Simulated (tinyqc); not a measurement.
Luttinger-Kohn k.p, four valence bands, step by step. Computed by tinyqc, a small Python program that keeps every step. Settings: g1 = 6.43, g2 = 0.79, g3 = 1.07. Command: `OMP_NUM_THREADS=1 python tinyqc.py 28413 28414 out.jsonl` (the two numbers bound the seeds that draw the settings). One thread of a shared host (Intel(R) Xeon(R) Processor @ 2.60GHz), about 0.01 s of CPU time with the checks.

## Bloch Hamiltonian at k

Luttinger parameters chosen for this model; energies are counted downward from the top of the valence band:
```
parameter     value  unit
g1         6.430000
g2         0.790000
g3         1.070000
```

k point k (1/angstrom): -0.017000  -0.047000  -0.036000

P = c g1 k^2, Q = c g2 (kx^2 + ky^2 - 2 kz^2), R = c sqrt3 [-g2 (kx^2 - ky^2) + 2i g3 kx ky], S = 2 c sqrt3 g3 (kx - i ky) kz, c = hbar^2/2m = 3.809982 eV angstrom^2; rows [P+Q, -S, R, 0], [-S*, P-Q, 0, R], [R*, 0, P-Q, S], [0, R*, S*, P+Q]. The path ends lie at |k| = 0.05 1/angstrom.

H(k) at k (eV), lower triangle (Hermitian):
```
                      3/2                 1/2                -1/2      -3/2
3/2              0.092663
1/2   -0.008643-0.023894i            0.093229
-1/2   0.010009-0.011284i            0.000000            0.093229
-3/2             0.000000  0.010009-0.011284i  0.008643+0.023894i  0.092663
```

## Levels at k

Diagonalise the Hermitian matrix.

eigenvalues (eV): 0.063396  0.063396  0.122497  0.122497

## Bands along a path

The same steps at evenly spaced points between the labelled ones.

Bands along the path (eV):
```
k               band 1    band 2    band 3    band 4
[111]         0.040862  0.040862  0.081629  0.081629
[111]-G 0.25  0.022985  0.022985  0.045916  0.045916
[111]-G 0.50  0.010216  0.010216  0.020407  0.020407
[111]-G 0.75  0.002554  0.002554  0.005102  0.005102
G             0.000000  0.000000  0.000000  0.000000
G-[100] 0.25  0.002887  0.002887  0.004768  0.004768
G-[100] 0.50  0.011549  0.011549  0.019074  0.019074
G-[100] 0.75  0.025985  0.025985  0.042916  0.042916
[100]         0.046196  0.046196  0.076295  0.076295
```

## Hole masses

E = c [g1 k^2 -/+ 2 sqrt(g2^2 k^4 + 3 (g3^2 - g2^2)(kx^2 ky^2 + ky^2 kz^2 + kz^2 kx^2))] with c = hbar^2/2m, and m* = hbar^2 k^2 / (2 E).

Masses (electron masses):
```
direction     heavy     light
[100]      0.206186  0.124844
[110]      0.226482  0.118418
[111]      0.233100  0.116686
```
